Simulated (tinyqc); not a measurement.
Free-carrier optics of a doped semiconductor (Drude model with one polar phonon): one step. Plasma energy and damping.

eps(E) = ei [1 - Ep^2/(E^2 + i E Gam)] + (es - ei) wT^2/(wT^2 - E^2 - i E gT), with Ep^2 = 8 pi c (e^2/(4 pi eps0)) N/(m ei), c = hbar^2/2m0, N in 1/angstrom^3 (1e-24 per 1/cm^3); Gam = hbar/tau, tau = mu m m0/e with m0/e = 5.685630e-12 kg/C and mu in m^2/(V s). Energies in meV.

Constants: hbar^2/2m0 = 3.80998211 eV angstrom^2; e^2/(4 pi eps0) = 14.39964547 eV angstrom; hbar = 6.58211957e-16 eV s.

Values chosen for the exercise (mass and dielectric values near those of GaAs; N and mu are free inputs; interband absorption and the rise of the mass with filling are left out; the results hold for these values, not for the real material):

| symbol | value | unit | meaning |
|---|---|---|---|
| N | 3.5e+18 | 1/cm^3 | carrier density |
| m | 0.0687 | m0 | conductivity mass |
| mu | 1700 | cm^2/(V s) | mobility |
| ei | 11.22 |  | high-frequency dielectric constant |
| wT | 33.8 | meV | TO phonon |
| es | 13.28 |  | static dielectric constant |
| gT | 0.9 | meV | phonon damping |

Task: Evaluate Ep, tau, Gam, the plasma wavelength hc/Ep (hc = 1239.841984 eV nm) and the dc resistivity 1/(e N mu), e = 1.602176634e-19 C.

Give: Ep; tau; Gam; plasma wavelength; rho.

Result:

Ep = 79.13 meV
tau = 66.40 fs
Gam = 9.91 meV
plasma wavelength = 15.67 micrometre
rho = 0.00105 ohm cm

Ep/Gam = 7.98: the plasma edge is sharp.

Run: tinyqc, `OMP_NUM_THREADS=1 python tinyqc.py 1682652 1682653 out.jsonl`; Intel(R) Xeon(R) Processor @ 2.30GHz, one thread, shared host; about 0.01 s of CPU time with all checks.
